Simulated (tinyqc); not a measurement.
Inside a calculation. Method: plane-wave Kohn-Sham cycle with exchange-only LDA in a layered model solid. One step of it, computed by the program tinyqc.

Problem. Iteration 1: Hamiltonian at one k. H(m,m') = (k + G_m)^2/2 delta + V(G_m - G_m'), with V(-G) = V(G).

A solid whose potential varies along x alone (atomic units):
```
parameter                      value
period a                    6.600000
cross-section of the cell  10.000000
electrons per cell                 2
grid points                       16
plane waves -n..n, n               2
k points                           1
V1 in V1 cos(2 pi x/a)     -0.530000
V2 in V2 cos(4 pi x/a)      0.110000
```

V(G_m), m = 0, 1, 2, ... (hartree): [-0.307010, -0.265000, 0.055000, 0.000000, 0.000000]

k = 0.000000 2 pi / a

Give: H.

Solution.

H (hartree), order -2, -1, +0, +1, +2:
$$\begin{pmatrix}
1.506 & -0.265 & 0.055 & 0.000 & 0.000 \\
-0.265 & 0.146 & -0.265 & 0.055 & 0.000 \\
0.055 & -0.265 & -0.307 & -0.265 & 0.055 \\
0.000 & 0.055 & -0.265 & 0.146 & -0.265 \\
0.000 & 0.000 & 0.055 & -0.265 & 1.506
\end{pmatrix}$$
